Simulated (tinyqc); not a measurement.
Length of a polyene: Hueckel, PPP and singles CI along the polyenes. Computed by the program tinyqc. Hueckel uses the same beta without repulsion; CIS keeps all single excitations and so misses the low, doubly excited 2Ag state. W is the valence ionisation energy of a centre, MN the Mataga-Nishimoto formula, f the oscillator strength.

All-trans chains of carbon centres 1.40 angstrom apart:
```
parameter,value
"beta (eV), times 1 +/- alternation",-2.600000
alternation,0
W (eV),11.160000
gamma_rr (eV),11.240000
repulsion formula,Ohno
```

Gaps and excitations (eV):
```
centres,Hueckel gap,PPP orbital gap,bright singlet (CIS),f,lowest triplet (CIS)
2,5.2000,12.7881,7.0260,0.6024,3.3740
4,3.2138,9.8534,5.3600,1.1617,2.1636
6,2.3142,8.3409,4.3791,1.6611,1.5815
8,1.8059,7.4163,3.7384,2.1107,1.2562
10,1.4801,6.7947,3.2877,2.5143,1.0545
12,1.2536,6.3510,2.9553,2.8789,0.9202
```

What does the comparison show, and why?

The Hueckel gap tends to 4 x alternation x |beta| = 0.00 eV for long chains (zero without alternation, falling as 1/N). Exchange opens the PPP orbital gap, and the attraction of electron and hole brings the bright state 3.40 eV below it at 12 centres; the triplet lies 2.04 eV lower still.
